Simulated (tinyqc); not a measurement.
## Input admittance of a MOSFET at zero drain bias: distributed channel and distributed gate: effect of the gate overdrive

Source and drain grounded, strong inversion, w = 2 pi f, Cox = eps0 eox/tox. The channel is an RC line of resistance 1/(mu Cox Vo) per square fed from both ends, so one finger has the intrinsic admittance y = i w Cox L tanh(g)/g per width, g = (1/2) sqrt(i w tau), tau = L^2/(mu Vo). The vertical resistance rv/L is in series with y, the overlaps 2 i w Cov in parallel: y_t = 1/(1/y + rv/L) + 2 i w Cov. The gate strip is a line of Rsh/L per length loaded by y_t, so a finger has Y = y_t Wf tanh(k)/k, k = (Wf/sd) sqrt(y_t Rsh/L); the device has Nf Y.

Low-frequency limits, with c = Cox L and ct = c + 2 Cov: R_strip = Rsh Wf/(3 sd^2 L Nf), R_ch = (c/ct)^2 L/(12 mu Cox Vo Wf Nf), R_vert = (c/ct)^2 rv/(L Wf Nf), C = ct Wf Nf. Z = 1/(Nf Y) = R + 1/(i w C), Q = |Im Z|/R, far-point signal |1/cosh k|.

Parameters, values chosen for the exercise; values of the order met in silicon radio-frequency transistors: relative permittivity of the gate insulator (close to silicon dioxide) eox = 3.9; insulator thickness tox = 5.8 nm; channel length L = 0.75 um; finger width Wf = 1.2 um; number of fingers Nf = 8; channel mobility mu = 320 cm^2/(V s); sheet resistance of the gate Rsh = 14 ohm/square; vertical resistivity of the gate stack rv = 0 ohm um^2; number of ends at which a finger is contacted sd = 2; overlap and fringe capacitance on each side Cov = 0.24 fF/um; frequency f = 59 GHz.

Constants: eps0 = 8.8541878128e-14 F/cm where lengths are in cm. Results are converted to the units shown.

Effect of the gate overdrive:

| Vo (V) | w tau | \|k\| | R (ohm) | low-frequency R (ohm) | C (fF) | Q | signal at the far point |
|---|---|---|---|---|---|---|---|
| 0.2 | 32.582 | 0.069889 | 85.150 | 139.54 | 23.366 | 1.3558 | 0.99855 |
| 0.35 | 18.618 | 0.081069 | 64.601 | 79.835 | 31.789 | 1.3136 | 0.99802 |
| 0.5 | 13.033 | 0.089258 | 49.982 | 55.954 | 37.248 | 1.4489 | 0.99775 |
| 0.65 | 10.025 | 0.094941 | 40.215 | 43.096 | 40.518 | 1.6555 | 0.99768 |
| 0.8 | 8.1454 | 0.098860 | 33.467 | 35.059 | 42.516 | 1.8958 | 0.99773 |
| 0.95 | 6.8593 | 0.10160 | 28.593 | 29.560 | 43.793 | 2.1543 | 0.99784 |
| 1.1 | 5.9240 | 0.10356 | 24.931 | 25.561 | 44.646 | 2.4235 | 0.99797 |
| 1.25 | 5.2131 | 0.10499 | 22.089 | 22.522 | 45.239 | 2.6994 | 0.99810 |

As Vo goes from 0.2 to 1.25, R falls from 85.2 to 22.1 ohm, C rises from 23.4 to 45.2 fF and Q goes from 1.36 through a minimum of 1.31 (at Vo = 0.35 among the rows listed) to 2.70. Only the channel term depends on Vo.

Program tinyqc, `OMP_NUM_THREADS=1 python tinyqc.py 2262032 2262033 out.jsonl`; Intel Xeon 2.30GHz, shared host, one thread, about 0.01 s.
